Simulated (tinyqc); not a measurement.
# From current I/W back to gate overdrive V_G - V_T

Model: inversion-layer mobility, back-scattering and ballistic limit of a field-effect transistor. Computed by tinyqc, a small Python program. Command: `OMP_NUM_THREADS=1 python tinyqc.py 3031322 3031323 out.jsonl mos inv`. One thread of a shared host (Intel(R) Xeon(R) Processor @ 2.30GHz), about 0.03 s of CPU time with the checks.

The charge at the top of the source barrier is fixed by the gate; series resistance and short-channel effects are left out. F_j are Fermi integrals normalised to exp(eta) in the classical limit.

Inputs (values chosen for the exercise, modelled on a 4H-SiC n-channel):
```
quantity                                       value        unit
transport mass m                                0.31         m_0
valley degeneracy g_v                              3           -
weight w of the inversion charge                 0.5           -
permittivity eps                                 9.7           -
phonon mobility at 1 MV/cm and 300 K, mu_ph       98  cm^2/(V s)
roughness mobility at 1 MV/cm, mu_sr              50  cm^2/(V s)
Coulomb mobility at N_inv = 1e12/cm^2, mu_C       31  cm^2/(V s)
electrical oxide thickness t_inv                 1.6          nm
depletion charge N_dep                       1.1e+12      1/cm^2
drain voltage V_D                               0.83           V
channel length L                                  82          nm
exponent a of the critical length               0.66           -
temperature T                                    300           K
```

Statistics at the top of the barrier: non-degenerate.

Constants: eps_0 = 8.8541878128e-12 F/m; e = 1.602176634e-19 C; m_0 = 9.1093837015e-31 kg; k_B = 1.380649e-23 J/K; hbar = 1.054571817e-34 J s; k_B = 8.617333262e-05 eV/K.

Method:
- N_inv = 3.9 eps_0 (V_G - V_T)/(e t_inv); effective field E_eff = e (N_dep + w N_inv)/(eps eps_0).
- mu_phonon = mu_ph (E_eff/1 MV/cm)^(-0.3) (T/300 K)^(-1.75); mu_rough = mu_sr (E_eff/1 MV/cm)^(-2); mu_Coulomb = mu_C (N_inv/1e12 cm^-2) (T/300 K); Matthiessen's rule adds 1/mu.
- Non-degenerate: every F_j(eta) is replaced by exp(eta).
- Ballistic channel: N_2D = g_v m k_B T/(pi hbar^2), U = e V_D/(k_B T); eta_F solves N_inv = (N_2D/2)[F_0(eta_F) + F_0(eta_F - U)]; v_T = sqrt(2 k_B T/(pi m)); I/W = e (N_2D/2) v_T [F_1/2(eta_F) - F_1/2(eta_F - U)]; injection velocity v_T F_1/2(eta_F)/F_0(eta_F).
- Mean free path lambda = (2 k_B T/e)(mu/v_T) F_0(eta_0)/F_-1/2(eta_0), with eta_0 from N_inv = N_2D F_0(eta_0); critical length l = L (1 + U)^(-a), an empirical rule; back-scattering r = l/(l + lambda). Then eta solves N_inv = (N_2D/2)[(1 + r) F_0(eta) + (1 - r) F_0(eta - U)] and I/W = e (N_2D/2) v_T (1 - r)[F_1/2(eta) - F_1/2(eta - U)].
- Ballistic ratio: I over the ballistic current. Apparent mobility 1/(1/mu + 1/mu_B), mu_B = mu L/lambda.

Problem. A run gave the result below. Find the gate overdrive V_G - V_T, known to lie between 0.063 and 0.17 V.

current I/W = 24.13664 microampere/micrometre

Solution.

Each step takes the trial c = (a f_b - b f_a)/(f_b - f_a), f being the result less the target and a, b, c the logarithms of the listed values; c replaces end b, the old b replaces a if the sign of f changed, and otherwise f_a is halved.

Scan of the range:
```
gate overdrive V_G - V_T (V)  current I/W (microampere/micrometre)
0.0630                                                      8.6506
0.0743                                                     11.4688
0.0877                                                     15.1018
0.1030                                                     19.5419
0.1220                                                     25.3476
0.1440                                                     32.2852
0.1700                                                     40.5392
```

False position (Illinois rule, in the logarithm of the input) inside the bracket:
```
step     end a     end b     trial  current I/W (microampere/micrometre)
1     0.103000  0.122000  0.117767                               24.0337
2     0.122000  0.117767  0.118093                               24.1346
3     0.122000  0.118093  0.118106                               24.1386
4     0.118093  0.118106  0.118100                               24.1366
5     0.118106  0.118100  0.118100                               24.1366
```

Current I/W rises at every point of a 13-point scan of the range (every second point is shown), so one value fits; it is bracketed by 0.103 and 0.122. Answer: gate overdrive V_G - V_T = 0.1181 V.

Caution: the current exceeds the long-channel drift law, so the empirical rule for l, meant for short channels, is too generous here.
